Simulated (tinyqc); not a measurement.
Valley splitting of a silicon quantum well in envelope theory: sweeps and comparisons. A value that a table varies takes the place of the one given here.

The well lies at 0 < z < L; U(z) = V0 [1/(1 + exp(z/w)) + 1/(1 + exp((L - z)/w))] - e F z, 1 mV/nm = 1e-4 eV/angstrom. The envelope psi solves -(c/ml) psi'' + U psi = E psi, c = hbar^2/2m0, by three-point differences on a grid of 0.1 angstrom from -40 to L + 40 angstrom. The two valleys at +/- k0 couple through D = C0 times the integral of exp(-i q z) U(z) psi^2, q = 2 k0 (2 pi/a), and split by Ev = 2|D|.

Random alloy: with Y(z) = Yw + (Yb - Yw) B(z), B the bracket in U, and in-plane density exp(-r^2/ad^2)/(pi ad^2), D gains a random complex part of variance sigma^2 = (C0^2/pi)(a^2 V0/(8 ad (Yb - Yw)))^2 (4/a) times the integral of psi^4 Y (1 - Y). Alone it gives a mean splitting sqrt(pi) sigma; together with the smooth part the rms splitting is 2 sqrt(|D|^2 + sigma^2).

Constants: hbar^2/2m0 = 3.80998211 eV angstrom^2.

Inputs chosen for the exercise (near those of a strained Si well in SiGe; not measured data):
- L = 86 angstrom (well width)
- V0 = 0.2 eV (conduction offset)
- ml = 0.902 m0 (mass along z)
- F = 9.3 mV/nm (field pressing towards the upper interface)
- k0 = 0.841 2 pi/a (valley position)
- a = 5.431 angstrom (lattice constant)
- C0 = 0.26 (Bloch overlap factor)
- Yb = 0.29 (Ge share of the barrier)
- Yw = 0.02 (Ge share of the well)
- ad = 140 angstrom (dot radius)
- ws = (0.3, 0.5, 0.8, 1.5, 2.2, 2.7, 4.1) angstrom (interface widths)
- Ls = (86, 87.4, 88.7, 90.1, 91.4, 92.8, 94.1, 95.5) angstrom (widths in steps of one atomic layer, a/4, rounded to the grid)
- F2 = 0 mV/nm (second field, zero or weak)
- w1 = 0.9 angstrom (interface width for this table)
- w = 0.9 angstrom (interface width parameter)

## Sharpness of the interface

The smooth part 2|D| and the disorder part against w, beside y/sinh(y) with y = pi q w. The 12 to 88 % width of the step is 4w.

Results:

| w (angstrom) | 4w (angstrom) | 2\|D\| (micro-eV) | y/sinh(y) | sqrt(pi) sigma (micro-eV) |
|---|---|---|---|---|
| 0.3 | 1.2 | 149.39 | 0.60 | 96.9 |
| 0.5 | 2.0 | 72.36 | 0.29 | 97.0 |
| 0.8 | 3.2 | 18.84 | 0.074 | 97.1 |
| 1.5 | 6.0 | 0.53 | 0.0019 | 97.7 |
| 2.2 | 8.8 | 0.01 | 3.9e-05 | 98.4 |
| 2.7 | 10.8 | 0.00 | 2.2e-06 | 99.1 |
| 4.1 | 16.4 | 0.00 | 6.5e-10 | 101.4 |

What does this show?

The smooth part needs a Fourier component of U psi^2 at a wavelength of 3.23 angstrom; from the first row to the third it falls by a factor 7.93, while y/sinh(y) falls by 8.18 (the envelope near the step and the phase between the two interfaces change too). The disorder part goes from 96.9 to 101.4 micro-eV. It takes over between w = 0.3 and 0.5 angstrom, that is a step 1.2 to 2.0 angstrom wide, with 1.36 angstrom to an atomic layer.

## Adding atomic layers

The smooth splitting Ev = 2|D| with w = w1, at the field F2 and at F.

Results:

| L (angstrom) | q L mod 2 pi | Ev at F2 (micro-eV) | Ev at F (micro-eV) |
|---|---|---|---|
| 86.0 | 3.99 | 1.75 | 11.6 |
| 87.4 | 0.43 | 1.86 | 11.6 |
| 88.7 | 2.96 | 0.662 | 11.6 |
| 90.1 | 5.68 | 2.09 | 11.6 |
| 91.4 | 1.93 | 0.417 | 11.6 |
| 92.8 | 4.65 | 1.77 | 11.6 |
| 94.1 | 0.90 | 1.23 | 11.6 |
| 95.5 | 3.62 | 1.06 | 11.6 |

What can be read from the table?

At F2 the splitting swings between 0.417 and 2.09 micro-eV, a ratio of 5.01, as the two interfaces add with the phase q L, which advances on average by 2.64 rad a layer. At F the ratio is 1.00, where in the first row psi^2 at the upper interface is 3.42e+03 times that at the lower one: one interface dominates and the interference fades.

## What each parameter does

Orbital spacing, psi^2 at z = L, the smooth splitting and sigma; V0 is held fixed when Yw changes. Each row changes one parameter from the base and keeps the others.

Results:

| case | E2 - E1 (meV) | psi^2(L) (1e-3/angstrom) | 2\|D\| (micro-eV) | sigma (micro-eV) |
|---|---|---|---|---|
| base | 27.01 | 4.189 | 11.60 | 54.8 |
| ad = 180 angstrom | 27.01 | 4.189 | 11.60 | 42.7 |
| Yw = 0.05 | 27.01 | 4.189 | 11.60 | 95.4 |
| L = 92 angstrom | 26.87 | 4.188 | 11.60 | 54.8 |
| V0 = 0.25 eV | 27.09 | 3.251 | 11.60 | 68.4 |
| w = 0.63 angstrom | 27.01 | 4.396 | 41.44 | 54.8 |
| F = 13.95 mV/nm | 34.98 | 6.349 | 17.65 | 59.1 |
| k0 = 0.821 2 pi/a | 27.01 | 4.189 | 13.22 | 54.8 |
| C0 = 0.312 | 27.01 | 4.189 | 13.92 | 65.8 |

What does this show?

The largest shifts from the base row, up to three for each result and ties (the steps differ in size, so this ranks the rows, not the parameters). E2 - E1 (meV): F +7.97, L -0.14, V0 +0.09; unchanged at the printed digits by ad, Yw, w, k0 and C0. psi^2(L) (1e-3/angstrom): F +2.161, V0 -0.938, w +0.207; unchanged at the printed digits by ad, Yw, k0 and C0. 2|D| (micro-eV): w +29.84, F +6.05, C0 +2.32; unchanged at the printed digits by ad, Yw, L and V0. sigma (micro-eV): Yw +40.6, V0 +13.6, ad -12.2; unchanged at the printed digits by L, w and k0.

Run: tinyqc, `OMP_NUM_THREADS=1 python tinyqc.py 1252558 1252559 out.jsonl`; Intel(R) Xeon(R) Processor @ 2.30GHz, one thread, shared host; about 0.07 s of CPU time with all checks.
